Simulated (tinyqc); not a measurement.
A chain with uneven site energies and dephasing by Buettiker voltage probes: two steps of the calculation.

Sites 1 to 5 form a chain with hopping -t. Lead L joins site 1 and lead R site 5, both semi-infinite chains with hopping -t and site energy 0. Every site carries a probe with self-energy -i Gamma_p/2 that draws no net current. Linear response at zero temperature: mu_L = 1, mu_R = 0 in units of the bias.

Parameters, values chosen for the exercise: hopping (matrix element -t) t = 2.2 eV; site energies 1 to N U = [1.23, -0.07, 0.53, 0.95, 0.48] eV; Fermi energy E = 2.03 eV; probe broadening Gamma_p gp = 1.9 eV.

Question 1. Green function. Sigma = t^2 g(E), g(x) = (x - i sqrt(4 t^2 - x^2))/(2 t^2) for |x| < 2 t and (x - sign(x) sqrt(x^2 - 4 t^2))/(2 t^2) otherwise; Gamma = -2 Im Sigma; G = (E - H - Sigma_L - Sigma_R + i Gamma_p/2)^(-1).

Wanted: Sigma; Gamma; G.

Answer 1.

Sigma = 1.0150-1.9519i eV
Gamma = 3.9037 eV

G (1/eV):
```
                   1                  2                  3                  4
1  -0.05357-0.21930i   0.16005+0.04923i  -0.07794+0.10320i  -0.06234-0.08594i
2   0.16005+0.04923i   0.08058-0.20629i   0.12850+0.11289i  -0.11944+0.07383i
3  -0.07794+0.10320i   0.12850+0.11289i   0.00403-0.26645i   0.20824+0.06704i
4  -0.06234-0.08594i  -0.11944+0.07383i   0.20824+0.06704i   0.00641-0.20946i
5   0.07144-0.03409i  -0.03799-0.09756i  -0.07730+0.14362i   0.15271+0.03302i

                   5
1   0.07144-0.03409i
2  -0.03799-0.09756i
3  -0.07730+0.14362i
4   0.15271+0.03302i
5   0.01659-0.22577i
```

Question 2. Transmissions between terminals. With Gamma the broadening by one lead, T_RL = Gamma^2 |G_(5,1)|^2, T_pL = Gamma Gamma_p |G_(p,1)|^2, T_pR = Gamma Gamma_p |G_(p,5)|^2, T_pq = Gamma_p^2 |G_(p,q)|^2 for p != q.

G (1/eV):
```
                         1                        2                        3                        4
1  -0.05357084-0.21930120i   0.16004541+0.04922980i  -0.07794145+0.10319859i  -0.06234048-0.08593594i
2   0.16004541+0.04922980i   0.08057636-0.20629350i   0.12850496+0.11289238i  -0.11944439+0.07383064i
3  -0.07794145+0.10319859i   0.12850496+0.11289238i   0.00402661-0.26645028i   0.20823700+0.06703950i
4  -0.06234048-0.08593594i  -0.11944439+0.07383064i   0.20823700+0.06703950i   0.00641350-0.20945991i
5   0.07143626-0.03409210i  -0.03798721-0.09755825i  -0.07730317+0.14361946i   0.15271141+0.03301681i

                         5
1   0.07143626-0.03409210i
2  -0.03798721-0.09755825i
3  -0.07730317+0.14361946i
4   0.15271141+0.03301681i
5   0.01659301-0.22577127i
```

Gamma = 3.9037290 eV

Give: T_RL; T_pL; T_pR; T_pq.

Answer 2.

T_RL = 0.095479

```
probe     T_pL     T_pR
1      0.37800  0.04647
2      0.20796  0.08130
3      0.12405  0.19731
4      0.08360  0.18106
5      0.04647  0.38011
```

T_pq:
```
         1        2        3        4        5
1  0.00000  0.10122  0.06038  0.04069  0.02262
2  0.10122  0.00000  0.10562  0.07118  0.03957
3  0.06038  0.10562  0.00000  0.17276  0.09603
4  0.04069  0.07118  0.17276  0.00000  0.08812
5  0.02262  0.03957  0.09603  0.08812  0.00000
```

Computed by the program tinyqc: `OMP_NUM_THREADS=1 python tinyqc.py 2700102 2700103 out.jsonl`, one thread of a shared Intel Xeon 2.30GHz, about 0.01 s for the whole run.
